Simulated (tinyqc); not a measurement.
From a target wavelength to the width: optical transitions of a finite quantum well. Three cases, with inputs chosen for the exercise.

Problem. Which width puts the e1-hh1 edge, hc/(Eg + e1 + hh1), at the wavelength below?

Each carrier sees a square well of width L with its own depth V and masses m (inside), mb (outside); c = hbar^2/2m0, k = sqrt(m E/c), kappa = sqrt(mb (V - E)/c), and level n solves k L + 2 atan[(k/m)/(kappa/mb)] = n pi. The envelope is cos(kz) for odd n and sin(kz) for even n inside, joins exp(-kappa (|z| - L/2)) outside, and is normalised to 1. Excitons and band mixing are left out.

Constants: hbar^2/2m0 = 3.80998211 eV angstrom^2; hc = 1239.841984 eV nm.

Find: e1 + hh1 needed; L; e1; hh1.

Method. Both confinement energies fall steadily with L, so their sum meets the target once; bisection in L finds it.

Case 1.

Values chosen (near those of a GaAs well in AlGaAs; the results hold for these values, not for the real material):
- Eg = 1.519 eV (gap of the well)
- Vc = 0.162 eV (conduction offset)
- Vv = 0.084 eV (valence offset)
- me = 0.0659 m0 (electron, well)
- meb = 0.0836 m0 (electron, barrier)
- mh = 0.36 m0 (heavy hole along z, well)
- mhb = 0.388 m0 (heavy hole, barrier)

edge wavelength = 803.785 nm

Solution.

e1 + hh1 needed = 23.5 meV
L = 130.0 angstrom
e1 = 19.1 meV
hh1 = 4.4 meV

Case 2.

Values chosen (near those of an InGaAs well in InAlAs; the results hold for these values, not for the real material):
- Eg = 0.797 eV (gap of the well)
- Vc = 0.52 eV (conduction offset)
- Vv = 0.217 eV (valence offset)
- me = 0.0408 m0 (electron, well)
- meb = 0.0738 m0 (electron, barrier)
- mh = 0.393 m0 (heavy hole along z, well)
- mhb = 0.392 m0 (heavy hole, barrier)

edge wavelength = 1420.611 nm

Solution.

e1 + hh1 needed = 75.8 meV
L = 83.0 angstrom
e1 = 65.5 meV
hh1 = 10.3 meV

Case 3.

Values chosen (near those of an InGaAs well in InP; the results hold for these values, not for the real material):
- Eg = 0.819 eV (gap of the well)
- Vc = 0.248 eV (conduction offset)
- Vv = 0.343 eV (valence offset)
- me = 0.042 m0 (electron, well)
- meb = 0.0824 m0 (electron, barrier)
- mh = 0.365 m0 (heavy hole along z, well)
- mhb = 0.544 m0 (heavy hole, barrier)

edge wavelength = 1419.204 nm

Solution.

e1 + hh1 needed = 54.6 meV
L = 89.0 angstrom
e1 = 44.8 meV
hh1 = 9.8 meV

Computed by tinyqc, one run a case: `OMP_NUM_THREADS=1 python tinyqc.py N N+1 out.jsonl` with N = 1281449, 1281478, 1281484; one thread of a shared Intel(R) Xeon(R) Processor @ 2.30GHz, about 0.1 s a run at most.
